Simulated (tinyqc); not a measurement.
# Hot electrons in a saturated n-channel MOSFET, lucky-electron model: effects of single changes

Beyond pinch-off the lateral field grows as Esat cosh(y/l) over the velocity-saturated region (pseudo-two-dimensional model). Impact ionisation in this region gives the substrate current, which biases the body forward through Rsub. Currents are per width. Local-field laws: they overstate ionisation when the field peak is narrower than an energy relaxation length.

Parameters, values chosen for the exercise; values close to those of silicon n-channel devices:
- L = 0.18 um (channel length)
- tox = 4.2 nm (oxide thickness)
- xj = 74 nm (junction depth)
- VT = 0.76 V (threshold)
- mu = 270 cm^2/(V s) (effective mobility)
- vs = 9.2e6 cm/s (saturation velocity)
- Ai = 2e6 1/cm (ionisation prefactor)
- Bi = 1.65 MV/cm (ionisation field)
- Rd = 0 ohm um (resistance of the lightly doped drain)
- Rsub = 28000 ohm um (substrate resistance)
- kb = 0.49 (fall of VT per volt of forward body bias)
- m = 3 (lifetime exponent)
- Hl = 11000 s uA/um (lifetime constant)
- Vd = 1.9 V (drain voltage)
- Vg = 1.3 V (gate voltage)

Constants: eps0 = 8.8541878128e-14 F/cm where lengths are in cm. Results are converted to the units shown.

Each table varies one quantity; the others keep the values above.

## Effect of the channel length

Cox = 3.9 eps0/tox, l = sqrt(3 tox xj), Esat = 2 vs/mu. Overdrive g = Vg - VT + kb Vb; Vdsat = g Esat L/(g + Esat L); Id = Cox vs (g - Vdsat); dV = Vd - Id Rd - Vdsat; Em = sqrt((dV/l)^2 + Esat^2); Isub = Id (Ai/Bi) l Em exp(-Bi/Em). Vb = Rsub Isub is solved self-consistently. Lifetime tau = (Hl/Id)(Isub/Id)^(-m); 1 year = 3.15576e7 s.

Effect of the channel length:

| L (um) | Id (uA/um) | Em (MV/cm) | Isub (uA/um) | Isub/Id | tau (years) |
|---|---|---|---|---|---|
| 0.13 | 275.8 | 0.4912 | 17.43 | 0.06321 | 0.005003 |
| 0.18 | 188.2 | 0.4824 | 10.98 | 0.05836 | 0.009317 |
| 0.25 | 131.7 | 0.4750 | 7.179 | 0.05453 | 0.01633 |
| 0.36 | 90.09 | 0.4686 | 4.621 | 0.05129 | 0.02868 |
| 0.51 | 63.24 | 0.4639 | 3.098 | 0.04898 | 0.04691 |
| 0.72 | 44.73 | 0.4603 | 2.115 | 0.04728 | 0.07373 |

As L goes from 0.13 to 0.72 um, Em falls from 0.491 to 0.460 MV/cm, Isub falls from 17.4 to 2.11 uA/um and tau rises from 0.00500 to 0.0737 years. From the first row to the last, log10(tau) changes by 1.2: 0.38 from (Isub/Id)^(-m), which holds Em and l, and 0.79 from 1/Id. At L = 0.13 um the body is biased forward by over 0.45 V, close to turning on the parasitic bipolar transistor. At L = 0.13 um the saturated region takes over 60 % of L, so using the full L in Vdsat is rough.

## Effect of the resistance of the lightly doped drain

Same model as above.

Results:

| Rd (ohm um) | Id (uA/um) | Em (MV/cm) | Isub (uA/um) | Isub/Id | tau (years) |
|---|---|---|---|---|---|
| 0 | 188.2 | 0.4824 | 10.98 | 0.05836 | 0.009317 |
| 300 | 176.6 | 0.4687 | 9.065 | 0.05134 | 0.01459 |
| 500 | 170.5 | 0.4602 | 8.050 | 0.04722 | 0.01942 |
| 800 | 163.1 | 0.4479 | 6.796 | 0.04167 | 0.02953 |
| 1200 | 155.4 | 0.4324 | 5.476 | 0.03524 | 0.05127 |
| 1600 | 149.4 | 0.4175 | 4.434 | 0.02968 | 0.08925 |

Estimate the missing row, Rd = 150 ohm um.

Computed row:

| Rd (ohm um) | Id (uA/um) | Em (MV/cm) | Isub (uA/um) | Isub/Id | tau (years) |
|---|---|---|---|---|---|
| 150 | 181.9 | 0.4754 | 9.953 | 0.05471 | 0.01170 |

With this row back in the table: As Rd goes from 0 to 1600 ohm um, Em falls from 0.482 to 0.417 MV/cm, Isub falls from 11.0 to 4.43 uA/um and tau rises from 0.00932 to 0.0892 years. From the first row to the last, log10(tau) changes by 0.98: 0.88 from (Isub/Id)^(-m), which holds Em and l, and 0.10 from 1/Id. The price is 0.239 V dropped over Rd in the last row.

## Effect of the gate voltage

Same model as above.

Effect of the gate voltage:

| Vg (V) | Id (uA/um) | Em (MV/cm) | Isub (uA/um) | Isub/Id | tau (years) |
|---|---|---|---|---|---|
| 0.91 | 17.141 | 0.57527 | 2.0729 | 0.12094 | 0.011497 |
| 1.03 | 56.511 | 0.53890 | 5.2755 | 0.093354 | 0.0075815 |
| 1.16 | 115.42 | 0.50794 | 8.4270 | 0.073010 | 0.0077599 |
| 1.28 | 177.43 | 0.48563 | 10.668 | 0.060126 | 0.0090381 |
| 1.41 | 249.05 | 0.46616 | 12.472 | 0.050080 | 0.011143 |
| 1.53 | 317.77 | 0.45125 | 13.704 | 0.043127 | 0.013675 |
| 1.65 | 388.31 | 0.43848 | 14.630 | 0.037675 | 0.016785 |
| 1.78 | 466.36 | 0.42650 | 15.376 | 0.032970 | 0.020856 |
| 1.9 | 539.67 | 0.41678 | 15.887 | 0.029437 | 0.025320 |

As Vg goes from 0.91 to 1.9 V, Em falls from 0.575 to 0.417 MV/cm, Isub rises from 2.07 to 15.9 uA/um and tau goes from 0.0115 through a minimum of 0.00758 (at Vg = 1.03 V among the rows listed) to 0.0253 years. At Vg = 0.91 V Isub/Id passes 0.1, where multiplication of the secondary carriers, left out here, counts.

Computed by the program tinyqc: `OMP_NUM_THREADS=1 python tinyqc.py 2550036 2550037 out.jsonl`, one thread of a shared Intel Xeon 2.30GHz, about 0.01 s for the whole run.
